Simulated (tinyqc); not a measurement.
From one barrier to a miniband: Kronig-Penney superlattice by transfer matrices.

Wells (width a, potential 0, mass mw) alternate with barriers (width b, height V0, mass mb); period d = a + b; c = hbar^2/2m0. The vector (psi, psi'/m) is continuous, and a layer of thickness t carries it by M = [[cos kt, (m/k) sin kt], [-(k/m) sin kt, cos kt]] with k = sqrt(m (E - V)/c); for E < V, k = i kappa gives [[cosh, (m/kappa) sinh], [(kappa/m) sinh, cosh]] of kappa t. A Bloch state obeys cos(q d) = tr(Mb Mw)/2.

Constants: hbar^2/2m0 = 3.80998211 eV angstrom^2.

Parameters, chosen for this exercise (near those of a GaAs superlattice with barriers of AlGaAs; the results hold for these values, not for the real material):
- a = 107 angstrom (well width)
- b = 41 angstrom (barrier width)
- V0 = 0.3 eV (barrier height)
- mw = 0.0686 m0 (mass in the wells)
- mb = 0.0977 m0 (mass in the barriers)

Transmission through N barriers separated by wells, between leads of the well material: T = 4/[(M11 + M22)^2 + (u M12 - M21/u)^2] with u = k/mw and M the product over all layers; twelve evenly spaced energies around the first miniband.

Transmission:
```
E (eV)    tr M/2 of a period    N = 1     N = 2     N = 4     N = 8
0.026655               1.962  0.00179  0.000116  6.49e-07  2.06e-11
0.026939               1.568  0.00181  0.000184  3.00e-06  8.49e-10
0.027222               1.182  0.00183  0.000329  2.56e-05  2.18e-07
0.027506               0.801  0.00185  0.000724   0.00225  0.000799
0.027790               0.427  0.00188   0.00257   0.00159    0.0107
0.028074               0.059  0.00190     0.121    0.0337   0.00914
0.028357              -0.303  0.00192   0.00521   0.00196   0.00443
0.028641              -0.659  0.00194   0.00112    0.0159   0.00432
0.028925              -1.009  0.00197  0.000484  0.000113  2.17e-05
0.029209              -1.352  0.00199  0.000272  9.64e-06  1.40e-08
0.029493              -1.690  0.00201  0.000176  1.98e-06  2.63e-10
0.029776              -2.022  0.00204  0.000125  6.05e-07  1.45e-11
```

What does the comparison show?

5 of the energies lie in the miniband (|tr M/2| <= 1); there T for N = 8 runs between 0.000799 and 0.0107. In the gaps it falls with N: at E = 0.0298 eV from 6.05e-07 (N = 4) to 1.45e-11 (N = 8), a slope of ln T of -2.66 a period, against -2 arccosh|tr M/2| = -2.66.

Run: tinyqc, `OMP_NUM_THREADS=1 python tinyqc.py 1251948 1251949 out.jsonl`; Intel(R) Xeon(R) Processor @ 2.30GHz, one thread, shared host; about 0.04 s of CPU time with all checks.
